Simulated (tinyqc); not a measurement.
Comparisons within one model: deformation-potential model of the X valleys of a conduction band. A value that a table varies takes the place of the one given here.

Valleys with axes along x, y and z, one whole valley each. Herring-Vogt shift of a valley with unit axis a: dE = Xd tr(e) + Xu a.e.a. Non-degenerate shares n_i = exp(-dE_i/kT)/sum_j exp(-dE_j/kT). Inverse mass tensor of a valley: (1 - a a)/mt + a a/ml; the masses are taken as independent of strain.

s11 = (C11 + C12)/((C11 - C12)(C11 + 2 C12)), s12 = -C12/((C11 - C12)(C11 + 2 C12)), s44 = 1/C44; exx = s11 sxx + s12 (syy + szz) and cyclic, exy = s44 sxy/2; tension is positive. A uniaxial stress X along the unit vector n is s_ij = X n_i n_j. Biaxial (001) means sxx = syy = X.

Constants: kB = 8.617333262e-05 eV/K.

Inputs chosen for the exercise (near those of GaP; shifted at random, so the results belong to these values and not to a real crystal):
```
symbol  value          unit  meaning
ml      2              m0    longitudinal mass
mt      0.253          m0    transverse mass
Xd      1.57           eV    dilation potential
Xu      6.24           eV    uniaxial potential
C11     143.9          GPa
C12     61.9           GPa
C44     72.4           GPa
load    biaxial (001)        kind of stress
T       400            K     temperature
X1      0.8            GPa   size of the stress
X       1.98           GPa   stress
```

## Sweep of a biaxial (001) stress

m_c = 1/(u.M.u) along [110] with M = sum_i n_i (inverse mass tensor); gain against zero stress at a fixed scattering time.

Results:
```
X (GPa),spread (meV),lowest edge (meV),n x,n y,n z,m_c (m0),gain (%)
-1.00,76.1,-52.6,0.474,0.474,0.052,0.4317,-17.3
-0.50,38.0,-26.3,0.429,0.429,0.142,0.4046,-11.8
-0.20,15.2,-10.5,0.378,0.378,0.243,0.3779,-5.5
0.00,0.0,0.0,0.333,0.333,0.333,0.3569,0.0
0.20,15.2,-4.7,0.281,0.281,0.437,0.3354,6.4
0.50,38.0,-11.7,0.199,0.199,0.601,0.3064,16.5
1.00,76.1,-23.5,0.090,0.090,0.820,0.2746,30.0
```

How do the results move?

Along [110] the gain is -17.3 % at -1.00 GPa and +30.0 % at 1.00 GPa. The slope at zero stress (from +/- 0.001 GPa), +30.2 % per GPa, carried to the ends would give -30 and +30 %; the response falls behind at both ends, as it saturates once the spread passes a few kT (kT = 34.5 meV, spread up to 76 meV).

## Gain for each load and current direction

Each load has the size X1. Gain m_c(0)/m_c - 1 in per cent from repopulation alone, m_c = 1/(u.M.u), M = sum_i n_i (inverse mass tensor); biaxial means sxx = syy.

Gain (%); + is tension, - compression:
```
load,[100],[010],[001],[110],[1-10],[111]
uniaxial [110] (+),13.2,13.2,-26.4,13.2,13.2,0.0
uniaxial [110] (-),-10.0,-10.0,20.0,-10.0,-10.0,0.0
uniaxial [100] (+),31.4,-15.7,-15.7,7.8,7.8,0.0
uniaxial [100] (-),-50.8,25.4,25.4,-12.7,-12.7,0.0
uniaxial [111] (+),0.0,0.0,0.0,0.0,0.0,0.0
uniaxial [111] (-),0.0,0.0,0.0,0.0,0.0,0.0
biaxial (001) (+),25.4,25.4,-50.8,25.4,25.4,0.0
biaxial (001) (-),-15.7,-15.7,31.4,-15.7,-15.7,0.0
```

What can be read from the table?

The largest gain is +31.4 %, for uniaxial [100] (+) with the current along [100] and biaxial (001) (-) with the current along [001]; for a [110] channel it is +25.4 %, under biaxial (001) (+). No gain or loss appears under uniaxial [111]: the valleys stay equivalent (in real silicon shear also changes the masses, which this model leaves out).

## Temperature and repopulation

The load is fixed; m_c along [110] as 1/(u.M.u).

Results:
```
T (K),kT (meV),n x,n y,n z,m_c (m0)
50,4.31,0.000,0.000,1.000,0.2530
77,6.64,0.000,0.000,1.000,0.2530
150,12.93,0.000,0.000,1.000,0.2530
225,19.39,0.000,0.000,0.999,0.2531
300,25.85,0.003,0.003,0.994,0.2536
400,34.47,0.012,0.012,0.975,0.2558
500,43.09,0.029,0.029,0.943,0.2595
```

What can be read from the table?

The largest share falls from 1.000 at 50 K to 0.943 at 500 K (equal shares: 0.333); m_c goes from 0.2530 to 0.2595, against 0.3569 without stress. Only spread/kT enters, so the small-stress response goes as 1/T.

## What each parameter does

Spread of the valley edges, lowest edge, largest share and m_c along [110]. Each row changes one parameter from the base and keeps the others.

Results:
```
case,spread (meV),lowest edge (meV),largest share,m_c (m0)
base,150.67,-46.46,0.9754,0.2558
ml = 2.4 m0,150.67,-46.46,0.9754,0.2558
mt = 0.202 m0,150.67,-46.46,0.9754,0.2043
Xd = 1.256 eV,150.67,-51.10,0.9754,0.2558
Xu = 4.992 eV,120.54,-32.52,0.9429,0.2595
C11 = 115.12 GPa,232.15,-94.27,0.9976,0.2533
C12 = 49.52 GPa,130.91,-27.78,0.9571,0.2578
C44 = 57.92 GPa,150.67,-46.46,0.9754,0.2558
X = 2.376 GPa,180.81,-55.75,0.9896,0.2542
T = 320 K,150.67,-46.46,0.9916,0.2539
```

What does this show?

The largest shifts from the base row, up to three for each result and ties (the steps differ in size, so this ranks the rows, not the parameters). spread (meV): C11 +81.48, X +30.13, Xu -30.13; unchanged at the printed digits by ml, mt, Xd, C44 and T. lowest edge (meV): C11 -47.82, C12 +18.68, Xu +13.94; unchanged at the printed digits by ml, mt, C44 and T. largest share: Xu -0.0325, C11 +0.0223, C12 -0.0183; unchanged at the printed digits by ml, mt, Xd and C44. m_c (m0): mt -0.0515, Xu +0.0037, C11 -0.0025; unchanged at the printed digits by ml, Xd and C44. Xd moves all valleys together, so it shifts the edge and nothing else.

(tinyqc, `OMP_NUM_THREADS=1 python tinyqc.py 1050763 1050764 out.jsonl`, Intel(R) Xeon(R) Processor @ 2.30GHz, 1 thread, shared host, about 0.01 s.)
